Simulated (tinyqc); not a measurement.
Changing the beam energy E0: Rutherford backscattering from a thin compound film on silicon: kinematics, yields, composition and thickness. Computed by tinyqc, a small Python program. Command: `OMP_NUM_THREADS=1 python tinyqc.py 3010329 3010330 out.jsonl rbs sweep`. One thread of a shared host (Intel(R) Xeon(R) Processor @ 2.30GHz), about 0.01 s of CPU time with the checks.

Singly charged helium ions (Z1 = 2, M1 = 4.0026 u) enter at the tilt angle a1 to the normal and leave at a2 = |180 - theta - tilt| in the same plane. The film is A B_x.

Inputs (values chosen for the exercise, modelled on a helium beam on TaN):
```
quantity                                value           unit
scattering angle theta                    165        degrees
tilt of the sample                         30        degrees
heavy element: Z_A                         73              -
heavy element: mass M_A                 180.9              u
heavy element: stopping eps_A at 2 MeV    115  1e-15 eV cm^2
light element: Z_B                          7              -
light element: mass M_B                    14              u
light element: stopping eps_B at 2 MeV     33  1e-15 eV cm^2
atoms of B per atom of A, x             0.881              -
atomic density of the film               86.7         1/nm^3
film thickness d                           28             nm
collected charge                          9.8   microcoulomb
detector solid angle                        3            msr
detector resolution (FWHM)                 11            keV
```

Constants: e^2/(4 pi eps_0) = 14.39964548 eV angstrom; e = 1.602176634e-19 C.

Method:
- Kinematic factor K = [(sqrt(M^2 - M1^2 sin^2 theta) + M1 cos theta)/(M + M1)]^2.
- Surface edges lie at K E0; substrate silicon has M = 28.09 u. Mass resolution at M_A = resolution/(E0 dK/dM).
- Stopping per atom eps(E) = eps(2 MeV) (E/2 MeV)^(-0.4) (a law chosen for the exercise); Bragg rule eps_film = (eps_A + x eps_B)/(1 + x); areal density N d, with 1/nm^2 = 0.1 x 1e15/cm^2.
- Width of the signal of element i: [K_i eps(E0)/cos a1 + eps(K_i E0)/cos a2] N d; depth resolution = resolution x d/width of A; energy lost on the way in = eps(E0) N d/cos a1.
- Rutherford cross section in the laboratory frame: sigma = (Z1 Z e^2/(4 pi eps_0 4E))^2 (4/sin^4 theta) (r + cos theta)^2/r, r = sqrt(1 - (M1 sin theta/M)^2), times the screening factor 1 - 0.049 Z1 Z^(4/3)/E (E in keV); 1 angstrom^2 = 1e8 barn.
- Counts = (charge/e) x solid angle x sigma(E_mean) x areal density of the element/cos a1, E_mean = E0 - half the energy lost on the way in; 1 barn = 1e-24 cm^2. The ratio of areas returns x = (Y_B/Y_A)(sigma_A/sigma_B), with the counting error sqrt(1/Y_A + 1/Y_B).

One run for each value:
```
beam energy E0 (MeV)  mass resolution at M_A (u)  depth resolution (nm)  counting error of x without background (%)
1.0                                        24.94                  5.893                                       1.351
1.2                                        20.78                  6.338                                       1.626
1.5                                        16.63                  6.930                                       2.039
1.8                                        13.86                  7.454                                       2.450
2.0                                        12.47                  7.775                                       2.725
2.2                                        11.34                  8.077                                       2.999
2.5                                         9.98                  8.501                                       3.411
2.8                                         8.91                  8.895                                       3.822
3.0                                         8.31                  9.144                                       4.096
```

What does the table show, and why?

Over the rows, mass resolution at M_A (u) falls from 24.9 to 8.31 (exponent d ln y / d ln x about -1.00 throughout); depth resolution (nm) rises from 5.89 to 9.14 (exponent d ln y / d ln x about 0.40 throughout); counting error of x without background (%) rises from 1.35 to 4.10 (exponent d ln y / d ln x about 1.0 throughout). The exponent of mass resolution at M_A stays at -1: edges spread in proportion to E0. The exponent of depth resolution stays at 0.40: the chosen stopping law. The exponent of counting error of x without background stays between 1.00 and 1.02, near 1: sigma falls as 1/E^2 and the error goes as its inverse root. A higher energy buys mass resolution at the price of depth resolution and counts; above about 2 to 3 MeV light elements also show non-Rutherford resonances.

Extremes, crossings and ranges named in words are read from the listed rows.
